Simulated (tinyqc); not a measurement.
Size effects in the resistivity of thin metal films and interconnect lines: one step, computed by the program tinyqc. Command: `OMP_NUM_THREADS=1 python tinyqc.py 3021620 3021621 out.jsonl size walk`. One thread of a shared host (Intel(R) Xeon(R) Processor @ 2.30GHz), about 0.01 s of CPU time with the checks.

Electrons lose their drift at surfaces (a share 1 - p of the hits) and at grain boundaries (reflection R), besides bulk scattering. The line sits in a trench with a non-conducting liner on both walls and the bottom; the spacing equals the drawn width.

Question. Metal cross-section. Metal width w_m = w - 2t, height h_m = (aspect ratio) w - t, grain size D = (ratio) w_m.

Inputs (values chosen for the exercise, modelled on silver):

| quantity | value | unit |
|---|---|---|
| drawn line width w | 28 | nm |
| grain size over metal width | 1.9 | - |
| aspect ratio (height over width) | 2.8 | - |
| liner thickness t | 2.2 | nm |

Geometry: line.

Give: metal width w_m; metal height h_m; grain size D; share of the trench filled by metal.

Answer.

metal width w_m = 23.6 nm

metal height h_m = 76.2 nm

grain size D = 44.84 nm

share of the trench filled by metal = 81.921 %
